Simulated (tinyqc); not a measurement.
# Carrier lifetime of a p-type layer with SRH, radiative, Auger and surface recombination, step by step

Numbers from tinyqc (`OMP_NUM_THREADS=1 python tinyqc.py 2300044 2300045 out.jsonl`; about 0.01 s on one thread of a shared Intel Xeon 2.30GHz). Printed values are rounded.

Uniform excess density dn = dp (no trapping), n = n0 + dn, p = p0 + dn, Boltzmann statistics, full ionisation. Surfaces enter as a rate 2 S dn/d, which holds while diffusion to them is fast.

Inputs (values chosen for the exercise); band and dielectric values close to those of 4H silicon carbide:
- T = 300 K (temperature)
- Eg = 3.3 eV (band gap)
- Nc = 1.71e19 cm^-3 (conduction-band density of states at T)
- Nv = 2.54e19 cm^-3 (valence-band density of states at T)
- B = 1.5e-12 cm^3/s (radiative coefficient)
- N = 3.7e14 cm^-3 (acceptor density)
- Cn = 4.9e-31 cm^6/s (Auger coefficient (two electrons))
- Cp = 1.4e-31 cm^6/s (Auger coefficient (two holes))
- Nt = 4.6e12 cm^-3 (trap density)
- sn = 3e-16 cm^2 (capture cross-section for electrons)
- sp = 5e-16 cm^2 (capture cross-section for holes)
- vth = 2.3e7 cm/s (thermal velocity (both carriers))
- Et = 2.38 eV (trap level below the conduction band)
- S = 8000 cm/s (surface recombination velocity (both faces))
- d = 40 um (sample thickness)
- G = 5.3e22 cm^-3 s^-1 (generation rate)

Constants: q = 1.602176634e-19 C, kB = 1.380649e-23 J/K, Vt = kB T/q. Results are converted to the units shown.

Range of the model: S d exceeds 2.5 cm^2/s, comparable with a diffusion coefficient, so 2 S/d overstates the surface loss.

## Equilibrium densities and SRH constants

ni = sqrt(Nc Nv) exp(-Eg/(2 Vt)), Eg in volts; majority density N/2 + sqrt(N^2/4 + ni^2), n0 p0 = ni^2; n1 = Nc exp(-Et/Vt), p1 = Nv exp((Et - Eg)/Vt); tn0 = 1/(sn vth Nt), tp0 = 1/(sp vth Nt).

ni = 3.98231e-9 cm^-3
n0 = 4.28616e-32 cm^-3
p0 = 3.7e14 cm^-3
n1 = 1.78138e-21 cm^-3
p1 = 8902.54 cm^-3
tn0 = 3.15060e-5 s
tp0 = 1.89036e-5 s

## Starting value

dn = 7e14 cm^-3.

dn at the start = 7e14 cm^-3

## Iteration 1: new dn

With e = n p - ni^2 = dn (n0 + p0 + dn): U_SRH = e/(tp0 (n + n1) + tn0 (p + p1)), U_rad = B e, U_Aug = (Cn n + Cp p) e, U_s = 2 S dn/d. Newton step on ln U(ln dn) = ln G, U the sum: k = d ln U/d ln dn (central difference over factors 1.0001), dn(new) = dn (G/U)^(1/k).

U_SRH = 1.59552e19 cm^-3 s^-1
U_rad = 1.12350e18 cm^-3 s^-1
U_Aug = 3.69107e14 cm^-3 s^-1
U_s = 2.8e21 cm^-3 s^-1
k = 0.999709
dn after iteration 1 = 1.31809e16 cm^-3

## Iteration 2: new dn

As before.

U_SRH = 2.64182e20 cm^-3 s^-1
U_rad = 2.67920e20 cm^-3 s^-1
U_Aug = 1.49246e18 cm^-3 s^-1
U_s = 5.27237e22 cm^-3 s^-1
k = 1.00490
dn after iteration 2 = 1.31176e16 cm^-3

## Iteration 3: new dn

As before.

U_SRH = 2.62924e20 cm^-3 s^-1
U_rad = 2.65386e20 cm^-3 s^-1
U_Aug = 1.47127e18 cm^-3 s^-1
U_s = 5.24702e22 cm^-3 s^-1
k = 1.00487
dn after iteration 3 = 1.31176e16 cm^-3

## Course of the iteration

Stop when the step is below 1e-10 of the value, or after 40 iterations.

Course of the iteration:
```
iteration  dn before the step (cm^-3)  step (cm^-3)
1                                7e14       1.25e16
2                          1.31809e16      -6.34e13
3                          1.31176e16       -7.61e8
4                          1.31176e16             0
```

Converged in 4 iterations.

## Lifetime, shares and quasi-Fermi splitting

converged dn = 1.31176e16 cm^-3

With e = n p - ni^2 = dn (n0 + p0 + dn): U_SRH = e/(tp0 (n + n1) + tn0 (p + p1)), U_rad = B e, U_Aug = (Cn n + Cp p) e, U_s = 2 S dn/d. tau = dn/U, shares of U, splitting Vt ln(n p/ni^2), radiative efficiency U_rad/U.

tau = 2.47501e-7 s
shares (%): SRH 0.4961, radiative 0.5007, Auger 0.0028, surface 99.0004
quasi-Fermi splitting = 2.91962 V

Surface recombination takes the largest share. dn is 35 times the doping: high injection.
